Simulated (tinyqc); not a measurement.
Physical sputtering: collision-cascade yield, angular dependence, faceting and resputtering in deposition: one step, computed by the program tinyqc.

Ions start collision cascades; atoms that reach the surface with more than U leave. The target is amorphous or fine-grained.

Problem. Yield at normal incidence. gamma = 4 M1 M2/(M1 + M2)^2; threshold E_th = 6.7 U/gamma for M1 >= M2, else U (1 + 5.7 M1/M2)/gamma. eps = 0.03255 M2 E/(Z1 Z2 (M1 + M2) z), z = (Z1^(2/3) + Z2^(2/3))^(1/2), E in eV; s_n = 3.441 sqrt(eps) ln(eps + 2.718)/(1 + 6.355 sqrt(eps) + eps (6.882 sqrt(eps) - 1.708)); S_n = 84.78 Z1 Z2 M1 s_n/((M1 + M2) z) in eV angstrom^2; alpha = 0.249 (M2/M1)^0.56 + 0.0035 (M2/M1)^1.5 for M1 <= M2, else 0.0875 (M2/M1)^(-0.15) + 0.165 M2/M1; Y0 = 0.042 Q alpha S_n/U [1 - sqrt(E_th/E)]^2.5 (the electronic-loss factor of the full formula is dropped). Erosion rate = Y0 J/(e N); 1 cm^2 = 1e14 nm^2.

Inputs (values chosen for the exercise, modelled on gallium ions on aluminium):
```
quantity                  value     unit
ion Z1                       31        -
ion mass M1                69.7        u
target Z2                    13        -
target mass M2            26.98        u
surface binding energy U   3.39       eV
target density N           60.2   1/nm^3
fit factor Q                  1        -
ion energy E                590       eV
current density J           2.2  mA/cm^2
```

Constants: e = 1.602176634e-19 C.

Give: energy transfer factor gamma; threshold E_th; reduced energy eps; nuclear stopping S_n; alpha; yield Y0; erosion rate.

Solution.

energy transfer factor gamma = 0.8048

threshold E_th = 28.22 eV

reduced energy eps = 0.003389

nuclear stopping S_n = 921.9 eV angstrom^2

alpha = 0.1648

yield Y0 = 1.015 atoms per ion

erosion rate = 139.0 nm/min

The threshold factor is 0.540; the energy cost is 581 eV per removed atom, 171 times U.
